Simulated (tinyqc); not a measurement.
Ballistic Schottky-barrier transistor with a two-dimensional channel, WKB contacts: ambipolar transfer curve.

Source Fermi level 0, drain Fermi level -Vd. Far from the contacts Ec = pn - psi, and the gate moves psi one to one; the band edges relax as exp(-x/lam) from pn at the source and pn - Vd at the drain; Ev = Ec - Eg. A carrier of energy w inside the channel band meets at a contact a barrier of height D (the contact edge beyond the channel edge): T = 1 for w >= D, else exp(-S), S = 4 lam sqrt(m/C) [sqrt(D - w) - sqrt(w) arctan sqrt((D - w)/w)], C = hbar^2/(2 m0). The two contacts combine as Ts Td/(Ts + Td - Ts Td).

I/W = g (2 q^2/h) int T(w) [N(Es + w) - N(Ed + w)] dw with w the energy of motion along the channel, N(y) = (1/2 pi) sqrt(pi m kB T/C) Fm(-y/kB T), Fm(x) = (1/sqrt(pi)) int_0^infinity u^(-1/2)/(1 + exp(u - x)) du. Electrons: Ds = psi, Dd = psi - Vd, Es = Ec, Ed = Ec + Vd. Holes: Ds = -psi, Dd = Vd - psi, Es = -Ev, Ed = -Ev - Vd. The size of each current is taken; both flow from drain to source and add. The integrals are converged. Swing = d(psi)/d(log10 I).

Inputs (values chosen for the exercise); channel values close to those of a tungsten diselenide layer: temperature T = 300 K; band gap Eg = 1.4 eV; barrier for electrons at both contacts pn = 0.96 eV; electron mass mn = 0.35 m0; hole mass mp = 0.41 m0; valleys or subbands g = 2; screening length at the contacts lam = 1 nm; drain bias Vd = 0.7 V.

Constants: q = 1.602176634e-19 C, kB = 1.380649e-23 J/K, hbar = 1.054571817e-34 J s, h = 6.62607015e-34 J s, m0 = 9.1093837015e-31 kg, Vt = kB T/q, hbar^2/(2 m0) = 0.0380998212 eV nm^2. Results are converted to the units shown.

Ambipolar transfer curve:

| ps (V) | electrons (uA/um) | holes (uA/um) | I (uA/um) | swing (mV/decade) |
|---|---|---|---|---|
| -0.35 | 5.419e-20 | 1496 | 1496 | -642.5 |
| -0.22 | 8.276e-18 | 878.2 | 878.2 | -490.2 |
| -0.09 | 1.264e-15 | 427.3 | 427.3 | -350.8 |
| 0.05 | 1.580e-13 | 133.8 | 133.8 | -218.4 |
| 0.18 | 4.576e-12 | 21.02 | 21.02 | -120.3 |
| 0.31 | 1.779e-10 | 0.8174 | 0.8174 | -80.40 |
| 0.45 | 1.150e-8 | 0.01548 | 0.01548 | -83.65 |
| 0.58 | 6.339e-7 | 5.012e-4 | 5.018e-4 | -91.92 |
| 0.71 | 3.846e-5 | 1.643e-5 | 5.489e-5 | 214.0 |
| 0.84 | 0.002504 | 1.076e-7 | 0.002505 | 71.25 |
| 0.98 | 0.2036 | 4.784e-10 | 0.2036 | 81.74 |
| 1.11 | 3.431 | 3.133e-12 | 3.431 | 142.3 |

I goes from 1500 through a minimum of 5.49e-5 (at ps = 0.71 V among the rows listed) to 3.43 uA/um; the exact minimum lies at psi = 0.698 V. Holes carry the left branch and electrons the right. The ratio of the last row to the smallest is 62500 and of the first row 2.73e7, with barriers of 0.96 eV for electrons and 0.440 eV for holes. The steepest swing among the rows is 71.3 mV/decade, against the thermionic limit 59.5.

Range of the model: No scattering, image-force lowering, channel charge or band-to-band tunnelling; parabolic kappa overstates S deep in the gap.

Program tinyqc, `OMP_NUM_THREADS=1 python tinyqc.py 2390119 2390120 out.jsonl`; Intel Xeon 2.30GHz, shared host, one thread, about 0.2 s.
